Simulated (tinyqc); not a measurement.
# Floating body of a partially depleted SOI transistor: body voltage and kink: what changes with what

Source at 0 V. Channel current Ic = 2 nf K Vt^2 [F(0) - F(Vd)](1 + la Vd), F(V) = ln^2(1 + exp((Vg - VT - nf V)/(2 nf Vt))), VT = VT0 - gb Vb. Saturation voltage Vs = 2 Vt sqrt(F(0)) + 3 Vt, excess Ve = (Vd - Vs + sqrt((Vd - Vs)^2 + 0.0004 V^2))/2, multiplication M1 = Ai Ve exp(-Bl/Ve). Each junction passes D(v) = J1 (exp(v/Vt) - 1) + J2 (exp(v/(2 Vt)) - 1). Bipolar current Ib = bb J1 (exp(Vb/Vt) - 1). The body settles where M1 (Ic + Ib) = D(Vb) + D(Vb - Vd) + Vb/Rb; drain current Id = (1 + M1)(Ic + Ib) - D(Vb - Vd).

Parameters, values chosen for the exercise; values of the order met in partially depleted silicon-on-insulator transistors:
```
symbol    value         unit                                                                                            meaning
T           300            K                                                                                        temperature
VT0        0.31            V                                                                     threshold at zero body voltage
gb         0.25                                                                  fall of the threshold per volt of body voltage
nf         1.49                                                                                                    slope factor
K           420  uA/(V^2 um)                                                                              gain factor per width
la         0.04          1/V                                                                   channel-length modulation factor
Ai         3.53          1/V                                                                        impact-ionisation prefactor
Bl          6.9            V                                                                          impact-ionisation voltage
J1      1.5e-13        uA/um                                                      diffusion saturation current of each junction
J2       2.2e-8        uA/um                                                  recombination saturation current of each junction
bb            3                                                 gain of the lateral bipolar transistor on the diffusion current
Rb          1e9      kohm um  resistance of a weak body tie to the source (1e9 stands for no tie, and the term is then dropped)
Vg         0.47            V                                                                                       gate voltage
Vd          1.5            V                                                                                      drain voltage
```

Constants: q = 1.602176634e-19 C, kB = 1.380649e-23 J/K, Vt = kB T/q. Results are converted to the units shown.

Each table varies one quantity; the others keep the values above.

## Output curve and kink

Rows with more than one solution for Vb (latch) are left out; dId/dVd by a forward difference over 1e-4 V, swing = 1e-4 V over the change of log10 Id; M1 under 1e-12 is printed as 0.

Output curve and kink:
```
Vd (V),Vb (V),M1,"Id, floating (uA/um)","Id, grounded (uA/um)",ratio,"dId/dVd, floating (uS/um)","dId/dVd, grounded (uS/um)"
0.8,0.4098,6.075e-6,10.21,4.159,2.455,21.73,0.1634
1,0.5774,1.683e-4,13.71,4.194,3.270,12.94,0.1892
1.2,0.6579,0.001546,15.73,4.240,3.711,8.341,0.2871
1.4,0.7050,0.007145,17.36,4.316,4.023,8.603,0.4983
1.6,0.7382,0.02172,19.44,4.447,4.372,12.95,0.8339
1.8,0.7645,0.05055,22.96,4.657,4.930,23.69,1.281
2,0.7879,0.09830,29.91,4.965,6.025,50.20,1.815
2.2,0.8122,0.1684,46.86,5.387,8.698,140.6,2.411
```

What does the table show?

Vb rises from 0.410 to 0.812 V and the ratio of the currents rises from 2.46 to 8.70. The output conductance with a floating body exceeds the grounded value by the largest factor among the rows, 133, at Vd = 0.8 V, where Vb = 0.410 V and M1 = 6.07e-6.

## Transfer curve and swing

Same model as above.

Transfer curve and swing:
```
Vg (V),Vb (V),M1,"Id, floating (uA/um)","Id, grounded (uA/um)",ratio,"swing, floating (mV/decade)","swing, grounded (mV/decade)"
-0.14,0.2043,0.03924,2.914e-5,7.778e-6,3.747,60.39,89.08
-0.04,0.3992,0.03897,0.001341,1.032e-4,12.99,61.08,89.19
0.06,0.5631,0.03750,0.04463,0.001346,33.16,74.14,90.42
0.16,0.6504,0.03315,0.5942,0.01638,36.28,110.8,94.79
0.26,0.6925,0.02626,3.090,0.1623,19.04,180.1,108.8
0.36,0.7129,0.01927,8.637,1.046,8.261,279.1,145.0
0.46,0.7223,0.01348,17.27,3.931,4.393,393.7,212.2
0.56,0.7255,0.009051,28.79,9.730,2.959,513.4,305.0
0.66,0.7245,0.005815,43.07,18.62,2.314,633.7,411.7
```

What does the table show?

Vb goes from 0.204 through a maximum of 0.725 (at Vg = 0.56 V among the rows listed) to 0.724 V. The smallest swing among the rows is 60.4 mV a decade with a floating body (at Vg = -0.14 V) and 89.1 with a grounded one; Vt ln 10 = 59.5. The floating swing is smaller by more than 3 % for Vg = -0.14, -0.04, 0.06 V, where the rising Vb lowers the threshold as Vg rises. In the first row the floating body raises the current by a factor of 3.75.

Range of the model: The multiplication law is an empirical form chosen for the exercise; self-heating and capacitive coupling to the body are left out, and the linear laws are rough once Vb passes about 0.7 V or M1 about 0.1.

Computed by the program tinyqc: `OMP_NUM_THREADS=1 python tinyqc.py 2182147 2182148 out.jsonl`, one thread of a shared Intel Xeon 2.30GHz, about 0.2 s for the whole run.
